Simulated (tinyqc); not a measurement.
# FinFET, parasitic resistance, capacitance and delay: several studies

Nf fins under one contact; each has gated perimeter p = 2 Hf + Wf and cross-section A = Hf Wf; contact width Wc = Nf pf, stack height Hs = Hf. Contact length Lc = CPP - Lg - 2 Lsp, shared by two neighbouring gates. Source and drain sides are equal. The formulas are first-order estimates, not field solutions.

Parameters, values chosen for the exercise; values close to those of silicon logic devices: temperature T = 300 K; number of fins Nf = 1; fin height Hf = 35 nm; fin width Wf = 5 nm; fin pitch pf = 30 nm; contacted gate pitch CPP = 51 nm; gate length Lg = 18 nm; spacer length Lsp = 6 nm; relative permittivity of the spacer ks = 4; gate height above the channel stack Hc = 20 nm; contact resistivity rc = 1.1e-9 ohm cm^2; resistivity of the source-drain epitaxy re = 0.00058 ohm cm; current-carrying depth of the epitaxy te = 20 nm; resistivity of the extension rx = 0.00067 ohm cm; gate overlap Lov = 2 nm; inversion capacitance Cinv = 3.5 uF/cm^2; injection velocity vx = 1.1e7 cm/s; apparent mobility mu = 200 cm^2/(V s); threshold at zero drain voltage VT = 0.19 V; barrier lowering dl = 0.033 V/V; subthreshold factor n = 1.25; wire load Cw = 0.18 fF; supply voltage Vdd = 0.7 V.

Constants: q = 1.602176634e-19 C, kB = 1.380649e-23 J/K, eps0 = 8.8541878128e-12 F/m, Vt = kB T/q. Results are converted to the units shown.

Each table varies one quantity; the others keep the values above.

## Effect of the number of fins

Epitaxy sheet resistance Rsh = re/te, transfer length LT = sqrt(rc/Rsh), contact Rc = [sqrt(rc Rsh)/Wc] coth(Lc/(2 LT)); extension of one fin Rx = rx Lsp/A. With N fins: gate Cg = Cinv p N Lg; per side, plate Cp = ks eps0 [Wc (Hs + Hc) - N A]/Lsp, top fringe Cf = (2/pi) ks eps0 Wc ln(1 + Lg/(2 Lsp)), overlap Co = Cinv p N Lov. One fin: I = p Q vx u/(1 + |u|^1.8)^(1/1.8), Q = Cinv n Vt ln(1 + exp((Vg' - VT + dl Vd')/(n Vt))), u = Vd' mu/(vx Lg), Vg' = Vgs - v, Vd' = Vds - 2 v, with the drop on each side v = Rc (sum of I) + Rx I. Ieff = [I(Vgs = Vdd, Vds = Vdd/2) + I(Vdd/2, Vdd)]/2, total currents. With Cs = Cp + Cf + Co, the load of an inverter of two such devices driving an equal one is CL = 2 (Cg + 2 Cs) + 4 Cs + Cw (own drains counted twice for the Miller effect); delay CL Vdd/(2 Ieff).

Results:
```
Nf,Rc (ohm),Rx/N (ohm),Ieff (uA),CL (aF),delay (ps)
1,382.4,229.7,78.81,391.1,1.737
3,127.5,76.57,236.4,813.3,1.204
4,95.60,57.43,315.2,1024,1.137
5,76.48,45.94,394.1,1236,1.097
6,63.73,38.29,472.9,1447,1.071
```

Estimate the missing row, Nf = 2.

Computed row:
```
Nf,Rc (ohm),Rx/N (ohm),Ieff (uA),CL (aF),delay (ps)
2,191.2,114.9,157.6,602.2,1.337
```

With this row back in the table: As Nf goes from 1 to 6, Ieff rises from 78.8 to 473 uA, CL rises from 391 to 1450 aF and the delay falls from 1.74 to 1.07 ps. From the first row to the last Ieff grows by a factor of 6.00 and CL by 3.70; the first step changes the delay by -23 %, the last by -2.4 %.

## Effect of the spacer length

Same model as above.

Results:
```
Lsp (nm),Rc (ohm),Rx/N (ohm),Ieff (uA),CL (aF),delay (ps)
2,298.0,76.57,85.51,534.7,2.189
3,313.8,114.9,83.94,463.3,1.932
4,332.5,153.1,82.31,427.4,1.817
6,382.4,229.7,78.81,391.1,1.737
8,458.4,306.3,74.77,372.8,1.745
10,584.9,382.9,69.70,361.8,1.817
12,829.3,459.4,62.42,354.4,1.987
```

Estimate the missing row, Lsp = 5 nm.

Computed row:
```
Lsp (nm),Rc (ohm),Rx/N (ohm),Ieff (uA),CL (aF),delay (ps)
5,355.1,191.4,80.61,405.7,1.761
```

With this row back in the table: As Lsp goes from 2 to 12 nm, Ieff falls from 85.5 to 62.4 uA, CL falls from 535 to 354 aF and the delay goes from 2.19 through a minimum of 1.74 (at Lsp = 6 nm among the rows listed) to 1.99 ps. A thin spacer costs capacitance, a thick one resistance and contact length, hence the minimum. For Lsp = 2 to 3 nm the spacer is under 3.5 nm, where leakage and breakdown between gate and contact would forbid it.

## Effect of the fin height

Same model as above.

The same in every row: Rc (ohm) = 382.4.

Results:
```
Hf (nm),Rx/N (ohm),Ieff (uA),CL (aF),delay (ps)
20,402.0,49.64,318.8,2.248
30,268.0,69.45,367.0,1.850
40,201.0,87.82,415.2,1.655
50,160.8,104.8,463.4,1.547
60,134.0,120.6,511.6,1.485
70,114.9,135.0,559.8,1.451
90,89.33,160.7,656.2,1.429
```

Estimate the missing row, Hf = 80 nm.

Computed row:
```
Hf (nm),Rx/N (ohm),Ieff (uA),CL (aF),delay (ps)
80,100.5,148.4,608.0,1.434
```

With this row back in the table: As Hf goes from 20 to 90 nm, Ieff rises from 49.6 to 161 uA, CL rises from 319 to 656 aF and the delay falls from 2.25 to 1.43 ps. From the first row to the last Ieff grows by a factor of 3.24 and CL by 2.06; the first step changes the delay by -18 %, the last by -0.33 %.

Computed by the program tinyqc: `OMP_NUM_THREADS=1 python tinyqc.py 2170169 2170170 out.jsonl`, one thread of a shared Intel Xeon 2.30GHz, about 0.04 s for the whole run.
